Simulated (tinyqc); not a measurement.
Spin curve: spin coating of a resist or spin-on film: centrifugal thinning, evaporation and the final thickness (Emslie and Meyerhofer models). Computed by tinyqc, a small Python program. Command: `OMP_NUM_THREADS=1 python tinyqc.py 3111454 3111455 out.jsonl spincoat walk`. One thread of a shared host (Intel(R) Xeon(R) Processor @ 2.30GHz), about 0.09 s of CPU time with the checks.

A Newtonian film stays uniform over the wafer; solvent and solids have the same density and the concentration is uniform through the thickness.

Inputs (values chosen for the exercise, of the order of those of a polymer resist in an ester solvent):
```
quantity                                 value          unit
solids volume fraction c0                 0.34             -
kinematic viscosity of the solvent nu_s    2.2        mm^2/s
viscosity constant k                       340        mm^2/s
viscosity exponent gamma                   3.3             -
spin speed f                              5000           rpm
evaporation rate at 1000 rpm e0           0.31  micrometre/s
starting thickness h0                      600    micrometre
wafer radius R                             100            mm
```

Method:
- omega = 2 pi f/60; nu(c) = nu_s + k c^gamma; evaporation rate e = e0 sqrt(f/1000 rpm).
- Flow constant K = 2 omega^2/(3 nu(c0)); Reynolds number of the air omega R^2/nu_air with nu_air = 15 mm^2/s.
- Meyerhofer estimate: flow rules until (1 - c0) K h^3 = e, then evaporation alone: h_w = (e/((1 - c0) K))^(1/3), dry film c0 h_w.
- Full model for solids s and liquid l per area, h = s + l, c = s/h: ds/dt = -c Q, dl/dt = -(1 - c) Q - e, Q = 2 omega^2 h^3/(3 nu(c)); integrated adaptively (relative tolerance 1e-9) until l = 0.

dry film, estimate = 1389.13 nm

Dry film against speed:
```
f (rpm)  full model (nm)  estimate (nm)  time to dry (s)
500               4789.7         4392.8           49.691
1000              3386.9         3106.2           24.848
1500              2765.4         2536.2           16.566
2000              2394.9         2196.4           12.425
3000              1955.4         1793.4            8.283
4000              1693.4         1553.1            6.212
6000              1382.7         1268.1            4.142
```

The full thickness goes as f^-0.500; the estimate as (e/omega^2)^(1/3) = f^(-1/2). The time to dry goes as f^-1.00. A thickness window of 1 % allows a speed error of about 2 %. Caution: above a Reynolds number of about 3e5 the air flow near the rim turns turbulent, and evaporation is no longer uniform.
